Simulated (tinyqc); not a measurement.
Modulation-doped quantum well, Poisson-Schroedinger loop: two steps of the calculation.

A well of width L centred at z = 0 between barriers Vb; effective-mass electrons, parabolic bands. The electrons come from donor sheets outside the mesh, a share fL of Ns on the left and the rest on the right, so the structure is neutral. Energies are counted from the band edge of the well, with U = 0 on the first node in the Hartree part.

Inputs (values chosen for the exercise); material values those of a made-up well: temperature T = 20 K; in-plane mass md = 0.0369 m0; mesh step hz = 1.1 nm; sheet density of electrons Ns = 2.8e11 cm^-2.

Constants: q = 1.602176634e-19 C, kB = 1.380649e-23 J/K, hbar = 1.054571817e-34 J s, m0 = 9.1093837015e-31 kg, Vt = kB T/q, hbar^2/(2 m0) = 0.0380998212 eV nm^2. Results are converted to the units shown.

Question 1. Levels and probability densities. Tridiagonal Hamiltonian with psi = 0 one step beyond both ends: H_ii = C (1/m_(i-1/2) + 1/m_(i+1/2))/hz^2 + V0_i + U_i, H_(i,i+1) = -C/(m_(i+1/2) hz^2), C = hbar^2/(2 m0). The lowest 2 level(s) are kept, normalised to hz sum |psi|^2 = 1.

```
node  fixed potential V0 (eV)  self-consistent potential U at the start (eV)
1                  0.43700000                                              0
2                  0.43700000                                              0
3                  0.43700000                                              0
4                  0.43700000                                              0
5                  0.00000000                                              0
6                  0.00000000                                              0
7                  0.00000000                                              0
8                  0.00000000                                              0
9                  0.00000000                                              0
10                 0.00000000                                              0
11                 0.00000000                                              0
12                 0.00000000                                              0
13                 0.00000000                                              0
14                 0.43700000                                              0
15                 0.43700000                                              0
16                 0.43700000                                              0
17                 0.43700000                                              0
```

mass on the intervals 1/2, 3/2, ... (mean of both at an interface) (m0): [0.0937, 0.0937, 0.0937, 0.0937, 0.0643, 0.0349, 0.0349, 0.0349, 0.0349, 0.0349, 0.0349, 0.0349, 0.0349, 0.0643, 0.0937, 0.0937, 0.0937, 0.0937]

Wanted: levels; |psi|^2 of E1; |psi|^2 of E2.

Answer 1.

levels (eV): E1 0.0449, E2 0.1959

```
node  |psi|^2 of E1 (1/nm)  |psi|^2 of E2 (1/nm)
1                   0.0000                0.0002
2                   0.0002                0.0013
3                   0.0013                0.0073
4                   0.0105                0.0382
5                   0.0531                0.1349
6                   0.0831                0.1450
7                   0.1100                0.0971
8                   0.1287                0.0306
9                   0.1353                0.0000
10                  0.1287                0.0306
11                  0.1100                0.0971
12                  0.0831                0.1450
13                  0.0531                0.1349
14                  0.0105                0.0382
15                  0.0013                0.0073
16                  0.0002                0.0013
17                  0.0000                0.0002
```

Question 2. Fermi level and occupations. Level k holds N_k = D_k Vt ln(1 + exp((EF - E_k)/Vt)) with D = md m0 q/(pi hbar^2) per eV (spin included); EF is fixed by sum N_k = Ns.

levels (eV): E1 0.04488627, E2 0.19590453

Give: EF; N_k.

Answer 2.

EF = 0.063051 eV
N_k (cm^-2): E1 2.8000e11, E2 8.8462e-24

Numbers from tinyqc (`OMP_NUM_THREADS=1 python tinyqc.py 2140101 2140102 out.jsonl`; about 0.1 s on one thread of a shared Intel Xeon 2.30GHz).
